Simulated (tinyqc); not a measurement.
Carrier lifetime from Shockley-Read-Hall, radiative, Auger and surface recombination: one step, computed by the program tinyqc. Command: `OMP_NUM_THREADS=1 python tinyqc.py 3009892 3009893 out.jsonl lifetime walk`. One thread of a shared host (Intel(R) Xeon(R) Processor @ 2.30GHz), about 0.01 s of CPU time with the checks.

Energies are counted from the top of the valence band. Boltzmann statistics, full ionisation, and equal excess densities of electrons and holes.

Problem. Equilibrium densities. N_c = 2 M_c (2 pi m_e k_B T/h^2)^(3/2) and N_v = 2 (2 pi m_h k_B T/h^2)^(3/2), masses in units of m_0. n_i = sqrt(N_c N_v) exp(-E_g/2 k_B T); majority density N/2 + sqrt(N^2/4 + n_i^2), minority density n_i^2 over it.

Inputs (values chosen for the exercise, with bands modelled on 4H-SiC):
```
quantity             value   unit
gap E_g               3.22     eV
electron mass m_e    0.392    m_0
valleys M_c              3      -
hole mass m_h         1.96    m_0
temperature T          300      K
doping N           1.1e+14  cm^-3
```

Doping: n-type. Surface term: none.

Constants: m_0 = 9.1093837015e-31 kg; k_B = 1.380649e-23 J/K; h = 6.62607015e-34 J s; k_B = 8.617333262e-05 eV/K.

Give: N_c; N_v; n_i; n_0; p_0.

Solution.

N_c = 1.848e+19 cm^-3

N_v = 6.886e+19 cm^-3

n_i = 3.202e-08 cm^-3

n_0 = 1.10e+14 cm^-3

p_0 = 9.323e-30 cm^-3
